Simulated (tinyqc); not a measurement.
X-ray reflectivity of a thin film on silicon: critical angles, Parratt recursion, fringes and roughness: one step, computed by the program tinyqc. Command: `OMP_NUM_THREADS=1 python tinyqc.py 3120901 3120902 out.jsonl xrr walk`. One thread of a shared host (Intel(R) Xeon(R) Processor @ 2.30GHz), about 0.01 s of CPU time with the checks.

n = 1 - delta + i beta; the classical electron radius is r_e = 2.8179403e-6 nm. Layer 0 is vacuum, 1 the film, 2 the substrate.

Problem. Reflectivity at one angle. k_j = (2 pi/lambda) sqrt(sin^2 theta - 2 delta_j + 2 i beta_j); r_ij = (k_i - k_j)/(k_i + k_j) x exp(-2 k_i k_j sigma^2) (Nevot-Croce); r = (r_01 + r_12 p)/(1 + r_01 r_12 p), p = exp(2 i k_1 d); R = |r|^2.

Inputs (values chosen for the exercise, modelled on TiN on silicon, copper K-alpha radiation):
```
quantity                              value     unit
wavelength lambda                   0.15406       nm
film thickness d                       50.3       nm
roughness of the surface sigma_1       0.84       nm
roughness of the interface sigma_2     0.63       nm
grazing angle theta                    1.18  degrees
```

Constants:
```
layer      rho_e (1/nm^3)         delta          beta  critical angle (degrees)  q_c (1/nm)
film             1451.998  1.545603e-05  1.221026e-06                 0.3185566   0.4535069
substrate         711.402  7.572626e-06  1.741704e-07                 0.2229774   0.3174375
```

Give: k_0, k_1, k_2; 1000 r_01; 1000 r_12; p; reflectivity R; q = 4 pi sin(theta)/lambda.

Solution.

k_0, k_1, k_2 (1/nm): 0.8399  0.8087+0.0025i  0.8247+0.0004i

1000 r_01 = 7.251-0.617i

1000 r_12 = -5.784+0.800i

p = 0.7357-0.2491i

reflectivity R = 1.220e-05

q = 4 pi sin(theta)/lambda = 1.680 1/nm
